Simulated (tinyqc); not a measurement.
# Inputs raised by 5 %, one at a time

Model: rapid thermal processing of a wafer: radiative balance, ramp and cooling, pattern effects, pyrometer error and spike budget. Computed by tinyqc, a small Python program. Command: `OMP_NUM_THREADS=1 python tinyqc.py 3111905 3111906 out.jsonl rtp sens`. One thread of a shared host (Intel(R) Xeon(R) Processor @ 2.30GHz), about 0.08 s of CPU time with the checks.

The wafer is opaque and uniform through its thickness unless said otherwise; temperatures in formulas are in kelvin (C + 273.15). sigma = 5.670374419e-12 W/(cm^2 K^4).

Inputs (values chosen for the exercise, modelled on a hot silicon wafer): wafer thickness d = 625 micrometre; heat capacity per volume C = 2.23 J/(cm^3 K); thermal conductivity k = 0.23 W/(cm K); emissivity eps of each face = 0.72; reflectivity of the chamber walls r = 0.56; gas heat-transfer coefficient h, both faces together = 2 mW/(cm^2 K); wall temperature T_w = 500 K; process temperature = 713 C; starting temperature = 400 C; ramp rate = 22 K/s; relative change of absorptivity over a pattern = 13 %; period of the pattern = 4.7 mm; pyrometer wavelength = 3.8 micrometre; error of the assumed emissivity = 11 %; activation energy of the process E_a = 1.24 eV.

Constants: k_B = 8.617333262e-05 eV/K; h = 6.62607015e-34 J s; c = 299792458 m/s; k_B = 1.380649e-23 J/K.

Method:
- Effective emissivity between parallel grey plates: eps_eff = 1/(1/eps + 1/(1 - r) - 1). Loss per area q(T) = 2 eps_eff sigma (T^4 - T_w^4) + h (T - T_w).
- Absorbed power during a ramp = q(T) + C d x ramp rate; thermal time constant tau = C d/(dq/dT), dq/dT = 8 eps_eff sigma T^3 + h; natural cooling rate q/(C d); front-to-back difference under one-sided heating at the end of the ramp = (absorbed power) d/(2 k).
- At steady state a sinusoidal change of absorbed power of relative amplitude a and period p gives the temperature amplitude a q/(dq/dT + k d (2 pi/p)^2); healing length l = sqrt(k d/(dq/dT)); process change = E_a dT/(k_B T^2). Emissivity is taken as unchanged.
- Signal proportional to eps/(exp(c2/(lambda T)) - 1), c2 = h c/k_B. If the assumed emissivity is too high by the given error, the reading T' solves (1 + error)/(exp(c2/(lambda T')) - 1) = 1/(exp(c2/(lambda T)) - 1). Wien estimate: T' - T = -lambda T^2 ln(1 + error)/c2. Process rates go as exp(-E_a/(k_B T)).

Runs:
```
input moved                                                         from      to  holding power q (W/cm^2)  time constant tau (s)  amplitude (K)  reading less true temperature (K)
base run                                                               -       -                    4.7357                 7.5974        0.23794                            -25.576
wafer thickness d (micrometre)                                       625  656.25                    4.7357                 7.9773        0.22668                            -25.576
emissivity eps of each face                                         0.72   0.756                    4.8316                 7.4288        0.24272                            -25.576
gas heat-transfer coefficient h, both faces together (mW/(cm^2 K))     2     2.1                    4.7843                 7.5562        0.24037                            -25.576
activation energy of the process E_a (eV)                           1.24   1.302                    4.7357                 7.5974        0.23794                            -25.576
period of the pattern (mm)                                           4.7   4.935                    4.7357                 7.5974        0.26213                            -25.576
thermal conductivity k (W/(cm K))                                   0.23  0.2415                    4.7357                 7.5974        0.22668                            -25.576
pyrometer wavelength (micrometre)                                    3.8    3.99                    4.7357                 7.5974        0.23794                            -26.710
```

Exponents ln(y'/y) / ln(x'/x):
```
input                                                 holding power q  time constant tau  amplitude  reading less true temperature
wafer thickness d                                               0.000              1.000     -0.993                           0.00
emissivity eps of each face                                     0.411             -0.460      0.408                           0.00
gas heat-transfer coefficient h, both faces together            0.209             -0.111      0.209                           0.00
activation energy of the process E_a                            0.000              0.000      0.000                           0.00
period of the pattern                                           0.000              0.000      1.985                           0.00
thermal conductivity k                                          0.000              0.000     -0.993                           0.00
pyrometer wavelength                                            0.000              0.000      0.000                           0.89
```

Which inputs matter most for each result?

Among the inputs moved here: holding power q answers most in size to emissivity eps of each face (exponent +0.411), next to gas heat-transfer coefficient h, both faces together (+0.209); its exponent is below 0.0005 for wafer thickness d, activation energy of the process E_a, period of the pattern, thermal conductivity k, pyrometer wavelength. Time constant tau answers most in size to wafer thickness d (exponent +1.000), next to emissivity eps of each face (-0.460); its exponent is below 0.0005 for activation energy of the process E_a, period of the pattern, thermal conductivity k, pyrometer wavelength. Its exponent +1.000 in wafer thickness d: thermal mass. Amplitude answers most in size to period of the pattern (exponent +1.985), next to wafer thickness d (-0.993); its exponent is below 0.0005 for activation energy of the process E_a, pyrometer wavelength. Its exponent +1.985 in period of the pattern: conduction smooths short periods. Reading less true temperature answers most in size to pyrometer wavelength (exponent +0.890); its exponent is below 0.0005 for wafer thickness d, emissivity eps of each face, gas heat-transfer coefficient h, both faces together, activation energy of the process E_a, period of the pattern, thermal conductivity k.

Caution (all rows): below about 600 C lightly doped silicon is partly transparent at this wavelength, so its emissivity is not yet the hot value early in the ramp.
